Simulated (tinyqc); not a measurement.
# Gated graphene, quantum capacitance: effect of the temperature

phi is the Fermi level above the Dirac point, in volts; Vg is counted from the gate voltage of charge neutrality. Ideal linear bands, no charge puddles.

N0 = (2/pi)(kB T/(hbar vF))^2; n = N0 F1(phi/Vt), p = N0 F1(-phi/Vt), F1(e) = int_0^infinity u du/(1 + exp(u - e)) = -Li2(-exp(e)); Cq = q d(n - p)/dphi = (q N0/Vt) ln[2 (1 + cosh(phi/Vt))]. Cox = eps0 eox/tox; Vg = phi + q (n - p + Dit phi)/Cox. 1/C_G = 1/Cox + 1/(Cq + q Dit); dphi/dVg = Cox/(Cox + Cq + q Dit).

Values chosen for this exercise; values close to those of graphene:
- eox = 22.6 (relative permittivity of the gate insulator (close to hafnium oxide))
- tox = 6.6 nm (insulator thickness)
- vF = 9.57e5 m/s (Fermi velocity)
- Dit = 0 cm^-2 eV^-1 (density of traps)
- Vg = -1.13 V (gate voltage)

Constants: q = 1.602176634e-19 C, kB = 1.380649e-23 J/K, hbar = 1.054571817e-34 J s, Vt = kB T/q, eps0 = 8.8541878128e-14 F/cm where lengths are in cm. Results are converted to the units shown.

The same in every row: Cox (uF/cm^2) = 3.032.

Effect of the temperature:
```
T (K)  phi (V)  n - p (cm^-2)  Cq (uF/cm^2)  C_G (uF/cm^2)  dphi/dVg  n + p (cm^-2)
50     -0.4116      -1.359e13         10.58          2.357    0.2227       1.359e13
77     -0.4115      -1.360e13         10.58          2.356    0.2228       1.360e13
120    -0.4113      -1.360e13         10.57          2.356    0.2228       1.360e13
200    -0.4107      -1.361e13         10.56          2.355    0.2231       1.361e13
300    -0.4096      -1.363e13         10.53          2.354    0.2236       1.363e13
400    -0.4079      -1.366e13         10.49          2.352    0.2243       1.366e13
500    -0.4058      -1.370e13         10.43          2.349    0.2252       1.370e13
```

Read the table: what changes, and by how much?

As T goes from 50 to 500, Cq falls from 10.6 to 10.4 uF/cm^2, C_G/Cox stays near 0.777 and n - p falls from -1.36e13 to -1.37e13 cm^-2. Cq exceeds Cox in every row, so the insulator is the tighter limit, though Cq still cuts C_G by up to 23 %.

Numbers from tinyqc (`OMP_NUM_THREADS=1 python tinyqc.py 2200032 2200033 out.jsonl`; about 0.01 s on one thread of a shared Intel Xeon 2.30GHz).
